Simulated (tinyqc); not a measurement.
# Inputs raised by 5 %, one at a time

Model: atomic layer deposition: Langmuir saturation, growth per cycle and coating of deep features. Computed by tinyqc, a small Python program. Command: `OMP_NUM_THREADS=1 python tinyqc.py 3000304 3000305 out.jsonl ald sens`. One thread of a shared host (Intel(R) Xeon(R) Processor @ 2.30GHz), about 0.03 s of CPU time with the checks.

Precursor A sticks only on free sites, so a long enough pulse saturates; co-reactant B then frees the sites again.

Inputs (values chosen for the exercise, modelled on zinc oxide from diethylzinc and water):
```
quantity                                   value      unit
precursor mass M                             124         u
site density q                               6.6    1/nm^2
growth per cycle at saturation G             1.8  angstrom
sticking probability beta on free sites  0.00036         -
precursor pressure p                         4.2        Pa
temperature T                                200         C
pulse time t                                0.58         s
co-reactant completion per pulse c_B        0.99         -
desorption energy E_d                       1.57        eV
purge time t_p                               3.6         s
aspect ratio a                                28         -
```

Feature: round hole.

Constants: u = 1.6605390666e-27 kg; k_B = 1.380649e-23 J/K; k_B = 8.617333262e-05 eV/K.

Method:
- Wall flux F = p/sqrt(2 pi M k_B T); rate of filling k_a = beta F/q; desorption k_d = 1e13 exp(-E_d/(k_B T)) per second. 1/m^2 = 1e-18/nm^2.
- Temperatures in kelvin are T(C) + 273.15.
- One cycle from coverage th0: pulse A gives th1 = th_s + (th0 - th_s) exp(-(k_a + k_d) t), th_s = k_a/(k_a + k_d); the purge leaves th2 = th1 exp(-k_d t_p); pulse B converts c_B th2 into film and leaves th3 = (1 - c_B) th2. Growth = G c_B th2.
- The periodic state has th0 = th3: th0 = (1 - c_B) e_p th_s (1 - e_a)/(1 - (1 - c_B) e_p e_a), with e_a = exp(-(k_a + k_d) t), e_p = exp(-k_d t_p).
- Share of impinging molecules used = q (th1 - th0)/(F t).
- Diffusion-limited filling (Gordon) of a round hole of diameter w: a saturation front at depth z needs dz/dt = D_K n/(z (4q/w)), with Knudsen D_K = w c/3 and F = n c/4; including the entrance and floor terms, t = (q/F)(1 + 19a/4 + 3a^2/2). Reaction-limited filling needs ln(100)/k_a at any depth, k_a = beta F/q. Flow is molecular. The front picture holds when the modulus a sqrt(beta) is well above 1.
- Depth reached by the given pulse: solve the same formula for a. Exposure = p x diffusion-limited time; 1 langmuir = 1.33322e-4 Pa s.

Runs; columns: (1) input moved; (2) from; (3) to; (4) growth per cycle (angstrom); (5) diffusion-limited time (s); (6) aspect ratio reached by the front in time t; (7) share of impinging molecules used:
```
(1)                                              (2)       (3)    (4)     (5)    (6)        (7)
base run                                           -         -  1.364  0.1892  50.17  1.889e-04
sticking probability beta on free sites      0.00036  0.000378  1.393  0.1892  50.17  1.929e-04
precursor pressure p (Pa)                        4.2      4.41  1.393  0.1802  51.45  1.838e-04
aspect ratio a                                    28      29.4  1.364  0.2076  50.17  1.889e-04
precursor mass M (u)                             124     130.2  1.349  0.1939  49.54  1.915e-04
purge time t_p (s)                               3.6      3.78  1.364  0.1892  50.17  1.889e-04
growth per cycle at saturation G (angstrom)      1.8      1.89  1.432  0.1892  50.17  1.889e-04
```

Exponents ln(y'/y) / ln(x'/x); columns: (1) input; (2) growth per cycle; (3) diffusion-limited time; (4) aspect ratio reached by the front in time t; (5) share of impinging molecules used:
```
(1)                                         (2)     (3)     (4)     (5)
sticking probability beta on free sites   0.433   0.000   0.000   0.433
precursor pressure p                      0.433  -1.000   0.515  -0.567
aspect ratio a                            0.000   1.899   0.000   0.000
precursor mass M                         -0.224   0.500  -0.258   0.276
purge time t_p                           -0.001   0.000   0.000   0.000
growth per cycle at saturation G          1.000   0.000   0.000   0.000
```

Among the inputs moved here: growth per cycle answers most in size to growth per cycle at saturation G (exponent +1.000), next to sticking probability beta on free sites (+0.433); its exponent is below 0.0005 for aspect ratio a. Diffusion-limited time answers most in size to aspect ratio a (exponent +1.899), next to precursor pressure p (-1.000); its exponent is below 0.0005 for sticking probability beta on free sites, purge time t_p, growth per cycle at saturation G. Its exponent 0.000 in sticking probability beta on free sites: a diffusion-limited front does not depend on the sticking probability. Its exponent +0.500 in precursor mass M: heavier molecules are slower. Aspect ratio reached by the front in time t answers most in size to precursor pressure p (exponent +0.515), next to precursor mass M (-0.258); its exponent is below 0.0005 for sticking probability beta on free sites, aspect ratio a, purge time t_p, growth per cycle at saturation G. Its exponent +0.515 in precursor pressure p: the depth goes as the root of the exposure. Share of impinging molecules used answers most in size to precursor pressure p (exponent -0.567), next to sticking probability beta on free sites (+0.433); its exponent is below 0.0005 for aspect ratio a, purge time t_p, growth per cycle at saturation G.

Caution (all rows): the modulus is not well above 1 or the Gordon time is under three times ln(100)/k_a, so there is no sharp front: the Gordon time is only a lower bound and the reaction time must be met as well. Caution (all rows): the pulse is shorter than ln(100)/k_a, so even the open surface is not saturated and the depth reached has no meaning. Caution (all rows): the depth reached is formal here: it is under 2/sqrt(beta), so no sharp front has formed.
